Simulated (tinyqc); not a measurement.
From results back to parameters: valley splitting of a silicon quantum well in envelope theory. Two cases, with inputs chosen for the exercise.

Problem. A dot straddles a single atomic step, which shifts the valley phase by theta = q a/4 = pi k0 (k0 in 2 pi/a). With the share t of the electron on the upper terrace, Ev = Ev0 |1 - t + t exp(i theta)|. Ev was computed from a hidden t below one half.

Case 1.

Values chosen (out of a larger set: near those of a strained Si well in SiGe; not measured data): Ev0 = 232 micro-eV (splitting on a flat terrace); k0 = 0.849 2 pi/a (valley position).

Ev = 162.745 micro-eV

Case 2.

Values chosen (out of a larger set: near those of a strained Si well in SiGe; not measured data): Ev0 = 170 micro-eV (splitting on a flat terrace); k0 = 0.851 2 pi/a (valley position).

Ev = 91.601 micro-eV

Find: t (1 - t); t; Ev at t = 1/2.

Solution. (Ev/Ev0)^2 = 1 - 2 t (1 - t)(1 - cos theta), a quadratic for t; at t = 1/2 the splitting is Ev0 |cos(theta/2)|.

Case 1.

t (1 - t) = 0.1344
t = 0.16
Ev at t = 1/2 = 54.5 micro-eV

Case 2.

t (1 - t) = 0.1875
t = 0.25
Ev at t = 1/2 = 39.4 micro-eV

Computed by tinyqc, one run a case: `OMP_NUM_THREADS=1 python tinyqc.py N N+1 out.jsonl` with N = 1282795, 1282798; one thread of a shared Intel(R) Xeon(R) Processor @ 2.30GHz, about 0.09 s a run at most.
